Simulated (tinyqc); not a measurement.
Errors against cell size: correction of a charged-defect supercell by a model charge and potential alignment (plane-averaged potentials). Computed by tinyqc, a small Python program. Command: `OMP_NUM_THREADS=1 python tinyqc.py 3110049 3110050 out.jsonl align walk`. One thread of a shared host (Intel(R) Xeon(R) Processor @ 2.30GHz), about 0.01 s of CPU time with the checks.

The "true" defect charge is (1 - x) q in a Gaussian of width sigma plus x q in one of width sigma_t, so the exact answer is known; the correction sees only a single model Gaussian of width sigma_m. A Gaussian of width s has the transform rho(G) = exp(-G^2 s^2/2), normalised to 1. A uniform background cancels q, so G = 0 is left out. Potentials are those felt by a unit positive charge. E_0 is the formation energy of the isolated defect, E_cell its value in the supercell, E_lat = E_iso - E_per of the model charge, C the true less the model potential far from the defect; the exact correction is E_0 - E_cell, and the error of a scheme is E_cell plus its correction less E_0.

Inputs (values chosen for the exercise, with screening close to that of diamond): defect charge q = 1 e; dielectric constant eps = 5.87; edge of the cubic cell L = 18.9 angstrom; width sigma of the true defect charge = 1.4 angstrom; width sigma_m of the model charge = 0.96 angstrom; share x of the charge in a wide tail = 0; width sigma_t of the tail = 2.7 angstrom.

Constants: e^2/(4 pi eps_0) = 14.39964548 eV angstrom.

Method:
- Periodic energy E_per = (2 pi q^2/(eps L^3)) (e^2/(4 pi eps_0)) sum_(G != 0) rho(G)^2/G^2, G = (2 pi/L)(n1, n2, n3), |n_i| <= 16. Isolated energy: two Gaussians of charges q_a, q_b and widths a, b interact by q_a q_b (e^2/(4 pi eps_0 eps)) sqrt(2/pi)/sqrt(a^2 + b^2), and the self-energy is half the sum over pairs.
- Plane-averaged potential at distance z from the defect: V(z) = (4 pi q/(eps L^3)) (e^2/(4 pi eps_0 e)) sum_(m != 0) rho(G_m) cos(G_m z)/G_m^2, G_m = 2 pi m/L, |m| <= 40.
- Schemes: none; point-charge term alpha q^2 e^2/(4 pi eps_0 eps 2 L), alpha = 2.837297; E_lat of the model; E_lat - q C with C at z = L/2.

Error against E_0 (meV):
```
L (angstrom)     none  point charge  model charge  model and alignment
13.2          -250.51        13.135        6.9588           1.1793e-04
16.1          -208.91         7.239        3.8351           2.4473e-07
18.9          -179.66         4.475        2.3707           2.5620e-10
```

What does the comparison show, and why?

Between the last two rows the uncorrected error scales as L^-0.94 and the point-charge remainder as L^-3.00. With alignment the error is 0.0 meV in the smallest cell and 0.00 meV in the largest.

Extremes, crossings and ranges named in words are read from the listed rows.
